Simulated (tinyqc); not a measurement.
Ground states by the convex hull: cluster expansion of a binary alloy: correlations, fit, cross-validation and ground states. Computed by tinyqc, a small Python program. Command: `OMP_NUM_THREADS=1 python tinyqc.py 3008917 3008918 out.jsonl clex walk`. One thread of a shared host (Intel(R) Xeon(R) Processor @ 2.30GHz), about 0.06 s of CPU time with the checks.

s = +1 for A and -1 for B. Energy per site E = J0 + J1 P(point) + sum over clusters of m V P, with P the mean product of spins; V > 0 on a pair favours unlike neighbours. Clusters per site m: pair 1 4, pair 2 3, pair 3 6, triplet 12; the triplet is two first-neighbour bonds closed by a second-neighbour bond. Formation energies are counted from the line between pure A and pure B, which removes J0 and J1.

Inputs (values chosen for the exercise, for a model alloy):

| quantity | value | unit |
|---|---|---|
| first-pair interaction V1 | -17.9 | meV |
| second-pair interaction V2 | 5.1 | meV |
| third-pair interaction V3 | -0.00076 | meV |
| triplet interaction Vt | 1.3 | meV |
| noise amplitude | 7.2 | meV/site |

Lattice: bcc.

Method:
- Design matrix of formation energies: m (P - 1) for pairs and m (P(triplet) - P(point)) for the triplet; x = (1 - P(point))/2.
- Exact: X V with V = (V1, V2, V3, Vt). The data to fit add the noise amplitude times the normal numbers, standing for what the clusters leave out.
- Leave out pair 3: A = X^T X and b = X^T E (E being the data with noise) over these three columns; solve A V = b. The root-mean-square error runs over the structures between the pure ends.
- Height above the hull = E less the lowest straight line between two structures that bracket x (or the lowest structure at the same x). The three-term fit is X V with the fitted values.

correlations P, counted on periodic cells:
```
                     point    pair 1    pair 2    pair 3   triplet
A                  1.00000   1.00000   1.00000   1.00000   1.00000
A3B D0_3           0.50000   0.00000   0.00000   1.00000  -0.50000
A3B (001) layers   0.50000   0.00000   0.66667   0.33333   0.16667
A2B C11_b          0.33333  -0.33333   0.55556   0.11111  -0.11111
AB B2              0.00000  -1.00000   1.00000   1.00000   0.00000
AB B32             0.00000   0.00000  -1.00000   1.00000   0.00000
A2B2 B11           0.00000   0.00000   0.33333  -0.33333   0.00000
AB (110) layers    0.00000   0.00000  -0.33333  -0.33333   0.00000
AB2 C11_b         -0.33333  -0.33333   0.55556   0.11111   0.11111
AB3 D0_3          -0.50000   0.00000   0.00000   1.00000   0.50000
AB3 (001) layers  -0.50000   0.00000   0.66667   0.33333  -0.16667
B                 -1.00000   1.00000   1.00000   1.00000  -1.00000
```

standard normal numbers for the noise (0 for the pure ends): A 0.000, A3B D0_3 0.811, A3B (001) layers -0.146, A2B C11_b 0.542, AB B2 0.453, AB B32 -0.975, A2B2 B11 1.929, AB (110) layers 0.324, AB2 C11_b -1.628, AB3 D0_3 0.289, AB3 (001) layers 1.236, B 0.000

X:
```
                   pair 1   pair 2   pair 3   triplet
A                  0.0000   0.0000   0.0000    0.0000
A3B D0_3          -4.0000  -3.0000   0.0000  -12.0000
A3B (001) layers  -4.0000  -1.0000  -4.0000   -4.0000
A2B C11_b         -5.3333  -1.3333  -5.3333   -5.3333
AB B2             -8.0000   0.0000   0.0000    0.0000
AB B32            -4.0000  -6.0000   0.0000    0.0000
A2B2 B11          -4.0000  -2.0000  -8.0000    0.0000
AB (110) layers   -4.0000  -4.0000  -8.0000    0.0000
AB2 C11_b         -5.3333  -1.3333  -5.3333    5.3333
AB3 D0_3          -4.0000  -3.0000   0.0000   12.0000
AB3 (001) layers  -4.0000  -1.0000  -4.0000    4.0000
B                  0.0000   0.0000   0.0000    0.0000
```

fitted V1, V2, Vt (meV): -18.4373  5.5324  1.0648

exact energies (meV/site): A 0.000, A3B D0_3 40.700, A3B (001) layers 61.303, A2B C11_b 81.737, AB B2 143.200, AB B32 41.000, A2B2 B11 61.406, AB (110) layers 51.206, AB2 C11_b 95.604, AB3 D0_3 71.900, AB3 (001) layers 71.703, B 0.000

Hull among these structures (meV/site):

| structure | x | exact E | above hull | fitted E | above hull, fit |
|---|---|---|---|---|---|
| A | 0.0000 | 0.00 | 0.00 | 0.00 | 0.00 |
| A3B D0_3 | 0.2500 | 40.70 | 40.70 | 44.37 | 44.37 |
| A3B (001) layers | 0.2500 | 61.30 | 61.30 | 63.96 | 63.96 |
| A2B C11_b | 0.3333 | 81.74 | 81.74 | 85.28 | 85.28 |
| AB B2 | 0.5000 | 143.20 | 143.20 | 147.50 | 147.50 |
| AB B32 | 0.5000 | 41.00 | 41.00 | 40.55 | 40.55 |
| A2B2 B11 | 0.5000 | 61.41 | 61.41 | 62.68 | 62.68 |
| AB (110) layers | 0.5000 | 51.21 | 51.21 | 51.62 | 51.62 |
| AB2 C11_b | 0.6667 | 95.60 | 95.60 | 96.63 | 96.63 |
| AB3 D0_3 | 0.7500 | 71.90 | 71.90 | 69.93 | 69.93 |
| AB3 (001) layers | 0.7500 | 71.70 | 71.70 | 72.48 | 72.48 |
| B | 1.0000 | 0.00 | 0.00 | 0.00 | 0.00 |

lowest exact formation energy = 0 meV/site

Only the pure ends are on the exact hull: at zero temperature the alloy separates. The fit finds the same set. A structure at zero height may lie on a tie line without being a vertex, and structures outside this list could lie lower.

Extremes, crossings and ranges named in words are read from the listed rows.
